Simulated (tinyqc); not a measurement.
Thin-film transistor with exponential tail and deep states, accumulation layer: one step of the calculation.

An undoped film in accumulation, thicker than the space-charge layer. With band bending psi the Fermi level lies E0 - psi below the band edge. Free electrons n = n0 exp(psi/Vt) carry the current; electrons in two exponential distributions of traps, a = a0 exp(psi/Va) and d = d0 exp(psi/Vp), do not. Linear regime, ohmic contacts, traps in equilibrium.

Question. Free and total charge, current. Va = kB Tt/q, Vp = kB Td/q. G(psi) = sum over the three kinds of c0 [V (exp(psi/V) - 1) - psi], field F = sqrt(2 q G/(eps0 eps_r)); Vg = psi + eps0 eps_r F/Ci at the surface. Total charge Q = Ci (Vg - psi_s); free charge Qf = q times the integral of n0 (exp(psi/Vt) - 1)/F over psi from 0 to psi_s; I = (W/L) mb Qf Vd; effective mobility mb Qf/Q.

Parameters, values chosen for the exercise; values close to those of an organic semiconductor:
- T = 290 K (temperature)
- eps_r = 3.2 (relative permittivity of the semiconductor)
- mb = 3.7 cm^2/(V s) (band mobility)
- Tt = 390 K (characteristic temperature of the tail)
- Td = 910 K (characteristic temperature of the deep states)
- Ci = 35 nF/cm^2 (gate capacitance)
- WL = 10 (ratio W/L)
- Vd = 0.1 V (drain voltage)
- Vg = 11 V (gate voltage above flat band)

Constants: q = 1.602176634e-19 C, kB = 1.380649e-23 J/K, Vt = kB T/q, eps0 = 8.8541878128e-14 F/cm where lengths are in cm. Results are converted to the units shown.

psi_s = 0.446590607 V
n0 = 1.01052961e11 cm^-3
a0 = 6.79382741e13 cm^-3
d0 = 4.07607770e14 cm^-3

Wanted: surface densities; Q; Qf; effective mobility; I.

Answer.

surface densities (cm^-3): free 5.8297e18, tail 4.0104e19, deep 1.2122e17
Q = 369.37 nC/cm^2
Qf = 28.763 nC/cm^2
effective mobility = 0.28812 cm^2/(V s)
I = 106.42 nA

Numbers from tinyqc (`OMP_NUM_THREADS=1 python tinyqc.py 2610142 2610143 out.jsonl`; about 0.03 s on one thread of a shared Intel Xeon 2.30GHz).
